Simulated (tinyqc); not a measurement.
# Changing the hold time t

Model: thermal stress and diffusional relaxation in a metal film: Coble and Nabarro-Herring creep, cooling and holds. Computed by tinyqc, a small Python program. Command: `OMP_NUM_THREADS=1 python tinyqc.py 3006076 3006077 out.jsonl creep sweep`. One thread of a shared host (Intel(R) Xeon(R) Processor @ 2.30GHz), about 0.03 s of CPU time with the checks.

A thin film on a rigid substrate is stress-free at T0. Tension is positive and the film creeps linearly: d sigma/dt = -M (mismatch) dT/dt - sigma/tau.

Inputs (values chosen for the exercise, modelled on silver films on silicon): biaxial modulus M = 122 GPa; expansion mismatch = 16.1 1e-6/K; atomic volume Omega = 17 angstrom^3; lattice prefactor D0 = 4.9e-05 m^2/s; lattice energy E = 1.91 eV; boundary prefactor (delta D_b)0 = 6e-15 m^3/s; boundary energy E_b = 0.926 eV; grain size d = 0.26 um; stress-free temperature T0 = 400 C; hold temperature T = 120 C; yield stress = 540 MPa.

Constants: k_B = 1.380649e-23 J/K; k_B = 8.617333262e-05 eV/K.

Method:
- Thermoelastic slope = M x mismatch; sigma_0 = slope x (T0 - T).
- Creep rate per stress: Nabarro-Herring 14 D Omega/(k_B T d^2), Coble (14 pi) delta D_b Omega/(k_B T d^3), with D = D0 exp(-E/(k_B T)), delta D_b = (delta D_b)0 exp(-E_b/(k_B T)); 1/tau = M x (sum of both)/2 (biaxial strain rate is half the uniaxial one).
- Temperatures in kelvin are T(C) + 273.15.
- sigma(t) = sigma_0 exp(-t/tau), relaxed part sigma_0 - sigma(t); the grain size where both mechanisms are equal is pi delta D_b/D.

One run for each value:
```
hold time t (h)  stress after the hold (MPa)  stress relaxed during the hold (MPa)
0.0011                             5.416e+02                                   8.4
0.0025                             5.312e+02                                  18.8
0.0059                             5.066e+02                                  43.4
0.013                              4.589e+02                                  91.0
0.031                              3.572e+02                                 192.7
0.072                              2.019e+02                                 348.1
0.17                               5.161e+01                                 498.4
0.38                               2.776e+00                                 547.2
0.88                               2.637e-03                                 550.0
```

What does the table show, and why?

Over the rows, stress after the hold (MPa) falls from 542 to 0.00264 (exponent d ln y / d ln x -0.024 between the first rows and -8.3 between the last); stress relaxed during the hold (MPa) rises from 8.36 to 550 (exponent d ln y / d ln x 0.99 between the first rows and 0.0060 between the last). At the low end the exponent of stress relaxed during the hold is 0.99, close to 1: the hold is short against tau.

Caution (all rows): the elastic stress exceeds the yield stress, so dislocation glide would cap it first. Caution (all rows): bulk creep laws overstate relaxation in a bonded film, where the substrate constrains boundary diffusion, and dislocation glide is left out.
